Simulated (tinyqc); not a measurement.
Switching kinetics of a ferroelectric film and the memory window of a ferroelectric gate stack: one step, computed by the program tinyqc. Command: `OMP_NUM_THREADS=1 python tinyqc.py 3017056 3017057 out.jsonl feswitch walk`. One thread of a shared host (Intel(R) Xeon(R) Processor @ 2.30GHz), about 0.01 s of CPU time with the checks.

Fields in MV/cm; 1 microcoulomb/cm^2 over eps_0 is 11.29409 MV/cm. In the stack (metal, ferroelectric, interlayer, channel) the channel is taken as a conductor.

Question. Fields in the stack. Series stack: V = E_F t_F + E_I t_I and eps_I E_I = eps_F E_F + (1 - s) P/eps_0. Before switching P = -P_r, after it P = +P_s; in retention V = 0 and P = +P_r.

Inputs (values chosen for the exercise, for a model film): saturation polarisation P_s = 18 microcoulomb/cm^2; ratio P_r/P_s = 0.74; coercive field E_c = 0.77 MV/cm; permittivity of the ferroelectric eps_F = 23; thickness t_F = 24 nm; permittivity of the interlayer eps_I = 5.5; interlayer thickness t_I = 2 nm; share s of P screened by trapped charge = 0.7; pulse height V = 6.1 V; breakdown field of the interlayer = 10 MV/cm.

Give: E_F before switching; E_F after switching; E_I after switching; depolarising field in retention; depolarising field over E_c.

Answer.

E_F before switching = 2.3919 MV/cm

E_F after switching = 1.1996 MV/cm

E_I after switching = 16.105 MV/cm

depolarising field in retention = 0.50709 MV/cm

depolarising field over E_c = 0.65856

Caution: the interlayer field exceeds its breakdown field, so charge injection would change the fields.
